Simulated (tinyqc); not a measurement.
# Cell and bit-line capacitance from two signals

Problem. In a DRAM a freshly written one gives the bit-line signal (Vd/2) Cs/(Cs + Cb). Find Cs and Cb.

Parameters, values chosen for the exercise: array voltage Vd = 1.4 V.

signal of a fresh one without and with 30 fF added to the bit line (mV): [252.77778, 178.43137]

Answer. (Vd/2)/signal = 1 + Cb/Cs, and the added capacitance raises it by its ratio to Cs.

Cs = 26.0 fF
Cb = 46.0 fF

tinyqc, about 0.01 s, one thread, Intel Xeon 2.30GHz (shared host): `OMP_NUM_THREADS=1 python tinyqc.py 2130112 2130113 out.jsonl`
